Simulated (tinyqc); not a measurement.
Thickness, silicon consumed, volume change, sheet resistance: thermodynamics of metal silicides: hull, first phase, silicon consumed, nucleation and stability against SiO2. Computed by tinyqc, a small Python program. Command: `OMP_NUM_THREADS=1 python tinyqc.py 3018203 3018204 out.jsonl silphase walk`. One thread of a shared host (Intel(R) Xeon(R) Processor @ 2.30GHz), about 0.01 s of CPU time with the checks.

Entropies of formation of the solids are neglected, so heats stand for free energies. Si fractions: M2Si 0.3333, MSi 0.5000, MSi2 0.6667.

Inputs (values chosen for the exercise, for a model metal): molar volume of M = 9.09 cm^3/mol; molar volume of Si = 12.06 cm^3/mol; metal thickness t = 9.6 nm.

Phases: M2Si, MSi, MSi2.

volumes of the three phases per mole of M (cm^3/mol): 12.8  18.1  28

resistivities of the three phases (microohm cm): 56  14  26

Method. Per phase M_a Si_b, for ample silicon (not limited to t_Si): silicide thickness = t V/V_M; silicon consumed = t (b/a) V_Si/V_M; net volume change = V/(V_M + (b/a) V_Si) - 1; the top surface lies (silicide thickness - silicon consumed) above the old interface; sheet resistance = resistivity/thickness.

Films:
```
phase  thickness (nm)  Si consumed (nm)  volume change (%)  top above old interface (nm)  sheet resistance (ohm)
M2Si           13.518             6.368            -15.344                        7.1498                  41.426
MSi            19.116            12.737            -14.421                        6.3789                   7.324
MSi2           29.571            25.473            -15.688                        4.0977                   8.792
```

silicon consumed by MSi = 12.737 nm

sheet resistance of MSi = 7.3239 ohm

What follows from these numbers?

For a given sheet resistance the silicon consumed goes as resistivity x (b/a)/V: M2Si 2.19, MSi 0.773, MSi2 1.86. It is least for MSi, which matters on shallow junctions and thin silicon. All three reactions shrink the total volume.

Extremes, crossings and ranges named in words are read from the listed rows.
